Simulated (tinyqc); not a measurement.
Comparisons within one model: tunnelling through a thin dielectric with one trap, as a tight-binding chain. A value that a table varies takes the place of the one given here.

Hopping -t everywhere, t = c/(m a^2), c = hbar^2/2m0; lead sites at 2t (band bottom 0), barrier sites 1 to N at 2t + phi, and site j has U besides. No voltage. Leads give S = -t exp(ika) on sites 1 and N, cos(ka) = 1 - E/(2t). T = (2 t sin(ka))^2 |G_1N|^2, G = (E - H - S)^-1. In the barrier cosh(q a) = 1 + (phi - E)/(2t).

Resonance: the lowest eigenvalue of H + S(E), iterated until its real part equals E (40 rounds from Eb = phi + 2t - sqrt(4t^2 + U^2), the level in an endless barrier). With v the normalised squared amplitudes of that state, Gamma_L = 2 t sin(ka) v_1, Gamma_R = 2 t sin(ka) v_N; Breit-Wigner T = Gamma_L Gamma_R/((E - Er)^2 + (Gamma_L + Gamma_R)^2/4).

Constants: hbar^2/2m0 = 3.80998211 eV angstrom^2.

Parameters, chosen for this exercise (barrier and mass of the size used for Si3N4 on silicon; not measured data):
- a = 3 angstrom (site spacing)
- m = 0.47 m0 (mass, the same in leads and barrier)
- phi = 2 eV (conduction edge of the barrier above that of the leads)
- N = 11 (barrier sites)
- j = 3 (site of the trap)
- U = -2.61 eV (extra energy on the trap site)
- E = 0.48 eV (electron energy)

## Transmission around the level

Er = 0.62920 eV

widths (meV): left 12.489, right 1.0426e-05

Energies Er + x (Gamma_L + Gamma_R).

T:

| x | E (eV) | chain | Breit-Wigner | no trap |
|---|---|---|---|---|
| -8.0 | 0.5293 | 6.09e-09 | 1.30e-08 | 1.18e-11 |
| -3.0 | 0.5917 | 6.85e-08 | 9.03e-08 | 2.03e-11 |
| -1.0 | 0.6167 | 6.13e-07 | 6.68e-07 | 2.53e-11 |
| -0.5 | 0.6230 | 1.60e-06 | 1.67e-06 | 2.67e-11 |
| 0.0 | 0.6292 | 3.34e-06 | 3.34e-06 | 2.82e-11 |
| 0.5 | 0.6354 | 1.76e-06 | 1.67e-06 | 2.98e-11 |
| 1.0 | 0.6417 | 7.42e-07 | 6.68e-07 | 3.14e-11 |
| 3.0 | 0.6667 | 1.22e-07 | 9.03e-08 | 3.91e-11 |
| 8.0 | 0.7291 | 2.84e-08 | 1.30e-08 | 6.79e-11 |

What does this show, and why?

At Er the chain gives 3.34e-06, 1.18e+05 times the value without trap, and Breit-Wigner 3.34e-06. In the wings the single pole gives 2.13 times the chain value at x = -8 and 0.458 times at x = 8, because the widths and the level shift change with energy.

## Where a trap does most harm

The trap is moved through the barrier. The area under the resonance, 2 pi Gamma_L Gamma_R/(Gamma_L + Gamma_R), sets the current through it.

Against position:

| j | Er (eV) | Gamma_L (meV) | Gamma_R (meV) | peak | area (meV) |
|---|---|---|---|---|---|
| 3 | 0.6292 | 12.5 | 1.04e-05 | 3.34e-06 | 6.55e-05 |
| 4 | 0.6300 | 1.21 | 0.000108 | 0.000355 | 0.000678 |
| 5 | 0.6301 | 0.118 | 0.00111 | 0.0370 | 0.00692 |
| 6 | 0.6301 | 0.0114 | 0.0114 | 1.00 | 0.0360 |
| 7 | 0.6301 | 0.00111 | 0.118 | 0.0370 | 0.00692 |
| 8 | 0.6300 | 0.000108 | 1.21 | 0.000355 | 0.000678 |
| 9 | 0.6292 | 1.04e-05 | 12.5 | 3.34e-06 | 6.55e-05 |

How do the results move?

The area is largest at j = 6 (0.0360 meV) and 549 times smaller at j = 3: the slower of the two steps limits the current, so traps in the middle carry most. Each site towards a lead multiplies its width by about 10.30, close to exp(2 q a) = 10.30 at Eb.

## Direct against trap-assisted paths

N odd, the trap in the middle, j = (N + 1)/2. Direct T is that without trap at the energy Er; area = 2 pi Gamma_L Gamma_R/(Gamma_L + Gamma_R). The exponents are the slopes of the logarithms between the last two rows, per angstrom.

Against thickness:

| N | N a (angstrom) | Er (eV) | direct T | area (meV) |
|---|---|---|---|---|
| 5 | 15.0 | 0.6282 | 3.37e-05 | 39.2 |
| 7 | 21.0 | 0.6299 | 3.19e-07 | 3.81 |
| 9 | 27.0 | 0.6301 | 3.01e-09 | 0.370 |
| 11 | 33.0 | 0.6301 | 2.84e-11 | 0.0360 |
| 13 | 39.0 | 0.6301 | 2.68e-13 | 0.00349 |
| 15 | 45.0 | 0.6301 | 2.52e-15 | 0.000339 |
| 17 | 51.0 | 0.6301 | 2.38e-17 | 3.29e-05 |

exponents (1/angstrom): direct 0.7774, through the trap 0.3887

What does this show, and why?

The direct path falls as exp(-0.777 d) and the path through a central trap as exp(-0.389 d), 2.00 times more slowly, since each step crosses half the layer. From 5 to 17 sites the first loses 12.2 decades and the second 6.1: in thicker layers even few traps rule the leakage. Inelastic capture with phonons is left out.

## What each parameter does

Resonance and log10 T at E. Each row changes one parameter from the base and keeps the others.

Results:

| case | Er (eV) | Gamma_L (meV) | Gamma_R (meV) | log10 T |
|---|---|---|---|---|
| base | 0.6292 | 12.49 | 1.043e-05 | -8.729 |
| m = 0.432 m0 | 0.6952 | 17.21 | 3.267e-05 | -8.612 |
| phi = 2.1 eV | 0.7298 | 12.61 | 1.055e-05 | -9.477 |
| N = 12 | 0.6292 | 12.49 | 1.012e-06 | -9.790 |
| j = 4 | 0.6300 | 1.214 | 0.0001079 | -8.737 |
| U = -2.532 eV | 0.6935 | 13.71 | 1.544e-05 | -9.044 |

How do the results move?

The largest shifts from the base row, up to three for each result and ties (the steps differ in size, so this ranks the rows, not the parameters). Er (eV): phi +0.1006, m +0.0660, U +0.0643; unchanged at the printed digits by N. Gamma_L (meV): j -11.3, m +4.72, U +1.22; unchanged at the printed digits by N. Gamma_R (meV): j +9.75e-05, m +2.22e-05, N -9.41e-06. log10 T: N -1.061, phi -0.747, U -0.315.

Program tinyqc; command `OMP_NUM_THREADS=1 python tinyqc.py 1451888 1451889 out.jsonl`; about 0.1 s on one thread of a shared Intel(R) Xeon(R) Processor @ 2.30GHz.
